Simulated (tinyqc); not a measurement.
Inside a calculation. Model: a discretised effective-mass wire between two leads, recursive Green functions.

Program tinyqc, `OMP_NUM_THREADS=1 python tinyqc.py 2660037 2660038 out.jsonl`; Intel Xeon 2.30GHz, shared host, one thread, about 0.01 s. Printed values are rounded.

Finite differences on a grid of step a give a chain with hopping -t, t = C/(m a^2), C = hbar^2/(2 m0), and site energies 2 t + U_i for the N = 5 sites of the device; the semi-infinite leads have site energy 2 t. Each slice is one site, and V = -t couples neighbouring slices.

Inputs (values chosen for the exercise): effective mass m = 0.2 m0; grid step a = 0.31 nm; potential on the sites 1 to N U = [0, 0.62, 0.62, 0.62, 0] eV; energy above the band bottom of the leads E = 0.277 eV.

Constants: q = 1.602176634e-19 C, hbar = 1.054571817e-34 J s, h = 6.62607015e-34 J s, m0 = 9.1093837015e-31 kg, hbar^2/(2 m0) = 0.0380998212 eV nm^2. Results are converted to the units shown.

## Self-energy of the leads

Sigma = t^2 g(E - 2 t), g(x) = (x - i sqrt(4 t^2 - x^2))/(2 t^2) for |x| < 2 t and (x - sign(x) sqrt(x^2 - 4 t^2))/(2 t^2) otherwise; Gamma = i (Sigma - Sigma^dagger); both leads give the same.

t = 1.98230 eV
Sigma = -1.84380-0.72795i eV
Gamma = 1.45591 eV
open modes = 1

## Forward pass

Forward pass: g_1 = (E - H_1 - Sigma)^(-1), g_i = (E - H_i - V g_(i-1) V^dagger)^(-1), with Sigma also subtracted on the last slice; G_(i,1) = g_i V G_(i-1,1), starting from g_1. H_i is the block of slice i, its site energy.

```
site           g_i (1/eV)  G_(i,1) of the forward pass (1/eV)
1     -0.469218-0.185252i                 -0.469218-0.185252i
2     -0.373290-0.110292i                 -0.306707-0.239668i
3     -0.344012-0.052484i                 -0.184220-0.195348i
4     -0.336679-0.023491i                 -0.113851-0.138953i
5     -0.551666-0.868850i                  0.114818-0.348044i
```

## Transmission

G_(N,1) = 0.114818-0.348044i 1/eV

T(E) = Tr[Gamma G_(N,1) Gamma G_(N,1)^dagger]. Conductance (2 q^2/h) T(E).

T(E) = 0.284707
conductance = 22.0594 uS

Inverting the whole matrix gives the same value.

## Backward pass

Backward pass: G_NN = g_N, G_ii = g_i + g_i V^dagger G_(i+1,i+1) V g_i; local density of states -Im G_ii/pi on each site.

```
site          G_ii (1/eV)  local density of states (1/eV)
1     -0.551666-0.868850i                        0.276563
2     -0.527201-0.442901i                        0.140980
3     -0.520629-0.328462i                        0.104553
4     -0.527201-0.442901i                        0.140980
5     -0.551666-0.868850i                        0.276563
```

A site of an infinite clean chain has 1/(pi sqrt(4 t^2 - x^2)) = 0.219 1/eV at this energy (x counted from the band centre); the device goes from 0.105 (site 3) to 0.277 (site 1).

## States fed from the left, and the bond current

The full first column follows backwards from c_N = G_(N,1): c_i = G_(i,1)(forward) + g_i V^dagger c_(i+1). The density of states fed by the left lead is Gamma |c_i|^2/(2 pi), and the current on bond i is 2 t Gamma Im(c_(i+1) conj(c_i)) in units of T(E).

```
site           c_i (1/eV)  density fed from the left (1/eV)
1     -0.551666-0.868850i                          0.245440
2     -0.327722-0.605558i                          0.109856
3     -0.160484-0.447048i                          0.052276
4     -0.021015-0.365890i                          0.031123
5      0.114818-0.348044i                          0.031123
```

bond current, bond 1 to 4: 0.284707  0.284707  0.284707  0.284707

The bond current is the same on every bond and equals T(E): the current is conserved.
